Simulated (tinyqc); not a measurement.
Two-dimensional electron gas with Rashba and Dresselhaus coupling: sweeps and comparisons. A value that a table varies takes the place of the one given here.

H = c k^2/m + al (ky sx - kx sy) + b1 (kx sx - ky sy) + gam kx ky (kx sy - ky sx), s the Pauli matrices, x = [100], c = hbar^2/2m0, b1 = gam (pi/L)^2 (hard walls). H = c k^2/m + B.s, so E = c k^2/m -/+ |B| and the lower state has its spin along -B.

Constants: hbar^2/2m0 = 3.80998211 eV angstrom^2.

Inputs chosen for the exercise (of the size met in InAs; the results hold for these values, not for the real material):
- m = 0.0242 m0 (mass)
- al = 0.41 eV angstrom (Rashba constant)
- gam = 24.7 eV angstrom^3 (bulk Dresselhaus constant)
- L = 193 angstrom (width of the (001) well)
- n = 11 1e11/cm^2 (sheet density (one subband filled))

## Splitting and spin direction around the circle

At |k| = k0 = sqrt(2 pi n), 1e11/cm^2 = 1e-5/angstrom^2.

Around the circle:
```
phi (deg),Bx (meV),By (meV),splitting (meV),lower spin (deg)
0.0,0.1721,-10.7788,21.5603,90.9
22.5,4.2231,-9.8776,21.4849,113.1
45.0,7.5847,-7.5847,21.4529,135.0
67.5,9.8776,-4.2231,21.4849,156.9
90.0,10.7788,-0.1721,21.5603,179.1
112.5,10.0391,4.0266,21.6330,-158.1
135.0,7.6588,7.6588,21.6623,-135.0
157.5,4.0266,10.0391,21.6330,-111.9
```

The splitting runs from 21.4529 meV at 45 to 21.6623 meV at 135 degrees. Along [110] it is 2 k |al + b1 - 2 b3| and along [-110] 2 k |al - b1 + 2 b3|, b3 = gam k^2/4. From 0 to 90 degrees the spin turns with k (+88 degrees), the sense of the Rashba term.

## What each parameter does

Splittings 2|B| at k0 = sqrt(2 pi n) along [100], [110] and [-110], and E0 = c k0^2/m; 1e11/cm^2 = 1e-5/angstrom^2. Each row changes one parameter from the base and keeps the others.

Results:
```
case,[100] (meV),[110] (meV),[-110] (meV),E0 (meV)
base,21.5603,21.4529,21.6623,108.81
m = 0.02662 m0,21.5603,21.4529,21.6623,98.92
al = 0.492 eV angstrom,25.8714,25.7644,25.9738,108.81
gam = 29.64 eV angstrom^3,21.5615,21.4320,21.6832,108.81
L = 213 angstrom,21.5594,21.3913,21.7239,108.81
n = 16.5 1e11/cm^2,26.4059,25.9995,26.8056,163.22
```

The largest shifts from the base row, up to three for each result and ties (the steps differ in size, so this ranks the rows, not the parameters). [100] (meV): n +4.8456, al +4.3111, gam +0.0012; unchanged at the printed digits by m. [110] (meV): n +4.5466, al +4.3115, L -0.0616; unchanged at the printed digits by m. [-110] (meV): n +5.1433, al +4.3115, L +0.0616; unchanged at the printed digits by m. E0 (meV): n +54.41, m -9.89; unchanged at the printed digits by al, gam and L.

(tinyqc, `OMP_NUM_THREADS=1 python tinyqc.py 1480248 1480249 out.jsonl`, Intel(R) Xeon(R) Processor @ 2.30GHz, 1 thread, shared host, about 0.01 s.)
